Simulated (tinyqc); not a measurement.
Worked calculation: bound state in one dimension: Numerov shooting, finite differences, DVR. Computed by tinyqc, a small Python program that keeps every step. Settings: points = 64. Command: `OMP_NUM_THREADS=1 python tinyqc.py 30085 30086 out.jsonl` (the two numbers bound the seeds that draw the settings). One thread of a shared host (Intel(R) Xeon(R) Processor @ 2.60GHz), about 0.01 s of CPU time with the checks.

## Numerov steps at E = 0.1

One particle of mass 1 in V = 2.57 (x^2 - 2.2^2)^2 / 2.2^4 (atomic units), psi = 0 at both ends:
```
parameter,value
left end,-3.400000
right end,3.400000
intervals,64
h,0.106250
state sought (nodes),0
```

k_i = 2 m (E - V_i); (1 + h^2 k_(i+1)/12) y_(i+1) = 2 (1 - 5 h^2 k_i/12) y_i - (1 + h^2 k_(i-1)/12) y_(i-1), from y_0 = 0, y_1 = 0.001.

Points along the way:
```
i,x,V,k,y
0,-3.400000,4.954285,-9.708569,0.000000
1,-3.293750,3.961105,-7.722209,0.001000
2,-3.187500,3.105211,-6.010423,0.002084
3,-3.081250,2.376370,-4.552741,0.003308
4,-2.975000,1.764682,-3.329364,0.004700
5,-2.868750,1.260584,-2.321168,0.006267
21,-1.168750,1.324061,-2.448121,0.044038
22,-1.062500,1.510937,-2.821873,0.049934
23,-0.956250,1.690641,-3.181282,0.057429
24,-0.850000,1.859986,-3.519971,0.066997
25,-0.743750,2.016119,-3.832238,0.079242
26,-0.637500,2.156523,-4.113047,0.094932
```

## Bisection on the node count

With more sign changes than the state has nodes (the last point included) the energy is too high, else too low; the bracket starts as 0.1 to 12.

Trials:
```
trial,E,sign changes,y at the right end,next
1,6.05000000,6,4.08e-03,lower
2,3.07500000,4,4.42e-03,lower
3,1.58750000,2,2.20e-01,lower
4,0.84375000,0,2.26e-01,raise
5,1.21562500,2,1.11e-01,lower
6,1.02968750,2,1.91e-03,lower
7,0.93671875,0,3.15e-02,raise
8,0.98320312,0,2.86e-03,raise
9,1.00644531,1,-3.97e-04,lower
10,0.99482422,0,4.59e-04,raise
11,1.00063477,1,-1.53e-04,lower
12,0.99772949,0,1.06e-04,raise
13,0.99918213,1,-3.48e-05,lower
14,0.99845581,0,3.28e-05,raise
...,...,...,...,...
29,0.99880055,1,-8.70e-10,lower
30,0.99880054,0,1.63e-10,raise
31,0.99880054,1,-3.53e-10,lower
```

eigenvalue = 0.99880054 hartree

## The same grid by other methods

Three-point finite differences and the sine-DVR kinetic matrix of Colbert and Miller on the same points.

Lowest levels (hartree):
```
state,finite differences,DVR
0,0.997683,0.998804
1,1.015504,1.016634
2,2.485969,2.488680
```
